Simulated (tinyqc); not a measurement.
Deep-level transient spectroscopy (DLTS) of one majority-carrier trap: one step, computed by the program tinyqc.

A filling pulse loads the traps in a one-sided junction; under reverse bias they empty at the rate e, and the capacitance relaxes as C(t) = C_0 - dC exp(-e t). The signal is S = [C(t_2) - C(t_1)]/dC.

Task: Signal size and trap density. W = sqrt(2 eps eps_0 (V_b + V_r)/(e N)), C_0 = eps eps_0 area/W. The pulse goes to zero bias, W_0 = W(V_r = 0). Traps within lambda = sqrt(2 eps eps_0 (E_t - E_F)/(e^2 N)) of the depletion edge stay filled, with E_F = k_B T_p ln(N_b/N) from the band, N_b = 2 M (2 pi m k_B T_p/h^2)^(3/2) (dopants taken as fully ionised). dC = C_0 (N_t/2N) f, f = [(W - lambda)^2 - max(W_0 - lambda, 0)^2]/W^2. The simple estimate is 2 N dC/C_0.

Inputs (values chosen for the exercise, with mass and screening modelled on CdTe):
```
quantity                    value   unit
density-of-states mass m    0.619    m_0
valleys M                       1      -
trap depth E_t               0.56     eV
temperature T                 341      K
doping N                  6.9e+16  cm^-3
trap density N_t          7.1e+14  cm^-3
dielectric constant eps      10.5      -
built-in voltage V_b         0.59      V
reverse bias V_r              2.8      V
diode area                 0.0012   cm^2
```

Carriers: holes. Extra term: capture barrier.

peak temperature T_p = 328.0323 K

Constants: eps_0 = 8.8541878128e-12 F/m; e = 1.602176634e-19 C; k_B = 8.617333262e-05 eV/K; m_0 = 9.1093837015e-31 kg; k_B = 1.380649e-23 J/K; h = 6.62607015e-34 J s.

Give: depletion width W; C_0; lambda; f; transient amplitude dC; simple estimate of N_t.

Result:

depletion width W = 0.2388 micrometre

C_0 = 46.72 pF

lambda = 0.08303 micrometre

f = 0.4206

transient amplitude dC = 101.1 fF

simple estimate of N_t = 2.987e+14 cm^-3

The simple estimate finds 42 % of the traps.
